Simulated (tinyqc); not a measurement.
MOS structure on a p-type body with a doping step (retrograde), non-linear Poisson equation by Newton steps: effect of the depth of the doping step on threshold, swing and body effect.

One dimension, insulator interface at x = 0, acceptor density N1 for x < x1 and Na beyond, net doping C = -(acceptor density). psi is counted from the intrinsic level: n = ni exp((psi - Vb)/Vt), p = ni exp(-psi/Vt); deep in the body psi_b = -Vt ln(Na/ni). The gate acts through Cox = eps0 eox/tox and has the potential psi_G = Vg - (phiM - chi - Vt ln(Nc/ni)). Boltzmann statistics, full ionisation, classical densities, no oxide or interface charge.

ni = sqrt(Nc Nv) exp(-Eg/(2 Vt)), Eg in volts. The Poisson equation d/dx(eps0 eps_r dpsi/dx) = -q (p - n + C), with eps0 eps_r dpsi/dx = -Cox (psi_G - psi_0) at x = 0, is solved on a mesh of about 600 nodes or more. N_inv is the integral of n less its value deep in the body. VT is the Vg at which N_inv = 2e11 cm^-2. m = 1/(dpsi_0/dVg) at N_inv = 1e8 cm^-2; the swing is the Vg between N_inv = 1e8 and 1e9 cm^-2; body coefficient [VT(Vb + 0.05 V) - VT(Vb)]/0.05 V - 1.

Parameters, values chosen for the exercise; band and dielectric values close to those of silicon: temperature T = 250 K; band gap Eg = 1.1 eV; relative permittivity eps_r = 11.8; conduction-band density of states at T Nc = 2.11e19 cm^-3; valence-band density of states at T Nv = 2.02e19 cm^-3; electron affinity chi = 4.05 eV; acceptor density deep in the body Na = 5.3e16 cm^-3; relative permittivity of the gate insulator (close to silicon dioxide) eox = 3.9; insulator thickness tox = 11 nm; gate work function phiM = 4.17 eV; electron quasi-Fermi potential against the body Vb = 0 V; acceptor density above the step N1 = 5.3e15 cm^-3.

Constants: q = 1.602176634e-19 C, kB = 1.380649e-23 J/K, Vt = kB T/q, eps0 = 8.8541878128e-14 F/cm where lengths are in cm. Results are converted to the units shown.

Effect of the depth of the doping step on threshold, swing and body effect:
```
x1 (nm)  VT (V)  psi_0 - psi_b at VT (V)  m - 1  swing (mV/decade)  body coefficient
12        0.530                    0.910  0.252               63.2             0.237
18        0.516                    0.909  0.251               63.2             0.236
26        0.499                    0.908  0.249               63.2             0.236
39        0.472                    0.907  0.244               63.0             0.233
57        0.439                    0.905  0.235               62.7             0.227
83        0.400                    0.902  0.219               62.0             0.216
120       0.358                    0.899  0.193               60.8             0.197
```

As x1 goes from 12 to 120, VT falls from 0.530 to 0.358 V, the swing falls from 63.2 to 60.8 mV/decade and the body coefficient falls from 0.237 to 0.197. The swing stays within 2.7 % of m Vt ln 10, and the body coefficient within 0.015 of m - 1.

Numbers from tinyqc (`OMP_NUM_THREADS=1 python tinyqc.py 2080064 2080065 out.jsonl`; about 0.4 s on one thread of a shared Intel Xeon 2.30GHz).
